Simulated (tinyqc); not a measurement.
# Peak shift with the field

The DLTS signal is S = C(t2) - C(t1), the change of the capacitance transient between two sampling times. Emission rate en = sn vth(T) Nc(T) exp(-Et/kB T) = sn g T^2 exp(-Et/kB T), g = vth Nc/(300 K)^2, as vth goes as T^0.5 and Nc as T^1.5 (degeneracy factor 1). For an exponential transient S peaks where en = ew = ln(t2/t1)/(t2 - t1). A Coulomb centre of charge +q (when empty) in the field F lowers its barrier by dE = sqrt(q F/(pi eps0 eps_r)) along the field. One-dimensional rate: en exp(b), b = dE/kB T; three-dimensional (Hartke): en {[1 + (b - 1) exp(b)]/b^2 + 1/2}. The peak temperatures solve rate = ew.

Inputs (values chosen for the exercise); material values close to those of silicon: relative permittivity eps_r = 11.9; conduction-band density of states at 300 K Nc = 2.82e19 cm^-3; thermal velocity at 300 K vth = 2.4e7 cm/s; depth of the trap below the conduction edge Et = 0.36 eV; capture cross-section sn = 5.4e-17 cm^2; first sampling time t1 = 5 ms; second sampling time t2 = 25 ms.

Constants: q = 1.602176634e-19 C, kB = 1.380649e-23 J/K, eps0 = 8.8541878128e-14 F/cm where lengths are in cm. Results are converted to the units shown.

Peak shift with the field:

| F (kV/cm) | dE (meV) | T peak, one-dimensional (K) | T peak, three-dimensional (K) |
|---|---|---|---|
| 1.9 | 9.5898 | 211.41 | 214.71 |
| 4.4 | 14.593 | 208.68 | 213.54 |
| 10 | 22.000 | 204.62 | 211.60 |
| 23 | 33.365 | 198.38 | 208.13 |
| 54 | 51.125 | 188.59 | 201.60 |
| 120 | 76.212 | 174.68 | 190.58 |
| 280 | 116.42 | 152.17 | 170.31 |

What does the comparison show?

dE grows as the square root of F, from 9.59 to 116 meV. The peak, at 216.6 K without field, moves down by 64.5 K (one-dimensional) or 46.3 K (three-dimensional) in the last row. A centre that is neutral when empty has no such long-range lowering, so the shift tells the charge state.

Numbers from tinyqc (`OMP_NUM_THREADS=1 python tinyqc.py 2050022 2050023 out.jsonl`; about 0.01 s on one thread of a shared Intel Xeon 2.30GHz).
